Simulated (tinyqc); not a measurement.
From results to parameters: Hueckel model of a polar double bond. Computed by the program tinyqc.

Problem. A C=X pi bond in Hueckel theory has H_XX = alpha + h beta, H_CC = alpha and H_CX = k beta, with two electrons. Find h, k, the charge on carbon and the bond order.

x values of the two levels (E = alpha + x beta): 2.204950  -0.304950

Solution. The sum of the x values is h and their product is -k^2; the charge on carbon is h/sqrt(h^2 + 4k^2) and the bond order 2k/sqrt(h^2 + 4k^2).

h, k: 1.9000  0.8200
charge on carbon, bond order: 0.757  0.653
